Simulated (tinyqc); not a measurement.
## Narrowing from the saturation current

Question. A uniform n-type emitter has J0 = (q p0 D/L)(s + tanh(W/L))/(1 + s tanh(W/L)), D = mup Vt, s = S L/D, and p0 = (ni^2/N) exp(dE_app/kB T), where dE_app = dEg + kB T ln[(N/Nc) exp(-eta)]. Find p0, dE_app and dEg.

Values chosen for this exercise; band and dielectric values those of a made-up semiconductor:

| symbol | value | unit | meaning |
|---|---|---|---|
| T | 300 | K | temperature |
| Nc | 3.41e19 | cm^-3 | conduction-band density of states at 300 K |
| N | 5.5e18 | cm^-3 | ionised donor density |
| mup | 130 | cm^2/(V s) | minority-hole mobility |
| W | 430 | nm | emitter width |
| S | 94000 | cm/s | recombination velocity at the contact |

Constants: q = 1.602176634e-19 C, kB = 1.380649e-23 J/K, Vt = kB T/q. Results are converted to the units shown.

J0 = 0.031673866 fA/cm^2
L = 7585.9910 nm
ni = 1.0489551e8 cm^-3
converged eta = -1.7676527

Solution. J0 gives p0, its ratio to ni^2/N gives dE_app, and the degeneracy term is taken off.

p0 = 0.00462 cm^-3
dE_app = 21.6 meV
dEg = 23.1 meV

Program tinyqc, `OMP_NUM_THREADS=1 python tinyqc.py 2330166 2330167 out.jsonl`; Intel Xeon 2.30GHz, shared host, one thread, about 0.01 s.
